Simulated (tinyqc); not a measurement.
The decay curve: photoconductance decay in a wafer: bulk and surface recombination modes, and iron detection by pair splitting. Computed by tinyqc, a small Python program. Command: `OMP_NUM_THREADS=1 python tinyqc.py 3113592 3113593 out.jsonl pcd walk`. One thread of a shared host (Intel(R) Xeon(R) Processor @ 2.30GHz), about 0.01 s of CPU time with the checks.

Both faces of the wafer have the same S; injection is low and all coefficients are constant. x runs from -W/2 to W/2.

Inputs (values chosen for the exercise, modelled on p-type silicon): thickness W = 150 micrometre; diffusivity D = 31.3 cm^2/s; bulk lifetime tau_b without iron = 870 microsecond; surface recombination velocity S = 1700 cm/s; absorption coefficient alpha = 270 1/cm.

Method:
- Even modes cos(a x) obey b tan b = S W/(2 D) with b = a W/2, odd modes sin(a x) obey -b cot b = S W/(2 D); each decays at the rate 1/tau_b + D a^2.
- tau_eff is the decay time of the first mode. The surface time is 1/(D a^2) of that mode; shortcuts for it are W/(2 S), W^2/(pi^2 D) and their sum, whose error is sum/surface time - 1.
- Light from one face makes n(x, 0) proportional to exp(-alpha (x + W/2)). Only even modes carry the thickness average: weight c_n = [sin b/b] int n cos(a x) dx / (int cos^2(a x) dx x mean n), with int exp(-alpha (x + W/2)) cos(a x) dx = [alpha cos b (1 - E) + a sin b (1 + E)]/(alpha^2 + a^2), E = exp(-alpha W), and int cos^2 = W/2 + sin(2 b)/(2 a).
- Mean density = sum_n c_n exp(-t/tau_n) over 60 modes; the local decay time is -1/(d ln n/dt).

W^2/(pi^2 D) = 0.728347 microsecond

tau_eff = 4.99673 microsecond

Decay:
```
t / (W^2/(pi^2 D))  t (microsecond)  mean density/start  local decay time (microsecond)
0.02                         0.0146             0.99404                          2.6194
0.05                         0.0364             0.98627                          2.9344
0.10                         0.0728             0.97483                          3.2938
0.20                         0.1457             0.95505                          3.7928
0.50                         0.3642             0.90710                          4.5902
1.00                         0.7283             0.84106                          4.9424
2.00                         1.4567             0.72670                          4.9959
```

What follows from these numbers?

The local decay time goes from 2.62 to 5.00 microsecond against tau_eff = 5.00. Early on higher modes speed the decay, so a fit must start late.
